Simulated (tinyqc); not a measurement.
X-ray photoelectron analysis of a thin oxide on a semiconductor: attenuation lengths, thickness, angle series and band offsets: one step, computed by the program tinyqc.

The same element is seen in the oxide and in the substrate, at nearly the same kinetic energy; films are flat and uniform, and the work function is ignored.

Task: Band offsets by core levels. Valence band offset = (E_core - E_v)(substrate) - (E_core - E_v)(oxide) + (core level separation at the interface, oxide less substrate). The separation is made here from the given offset; a uniform field F that raises the binding energy towards the surface shifts the oxide peak by e F <z>, <z> = d/(1 - exp(-x)) - d/x, x = d/(L_o cos theta), being the mean distance from the interface. Conduction band offset = oxide gap - substrate gap - valence band offset.

Inputs (values chosen for the exercise, modelled on SiO2 on 4H-SiC):

| quantity | value | unit |
|---|---|---|
| oxide gap | 9.03 | eV |
| substrate gap | 3.26 | eV |
| oxide thickness d | 3.4 | nm |
| valence band offset used to make the data | 2.9 | eV |
| core level less valence band top, substrate | 99.01 | eV |
| core level less valence band top, thick oxide | 98.46 | eV |
| field in the oxide | 0.9 | MV/cm |

d/(L_o cos theta) = 0.9530330

Give: separation without field; <z>; separation with field; apparent valence band offset; true conduction band offset; apparent conduction band offset.

Result:

separation without field = 2.35 eV

<z> = 1.966 nm

separation with field = 2.527 eV

apparent valence band offset = 3.077 eV

true conduction band offset = 2.87 eV

apparent conduction band offset = 2.693 eV

The field biases both offsets by 0.18 eV, in opposite directions.
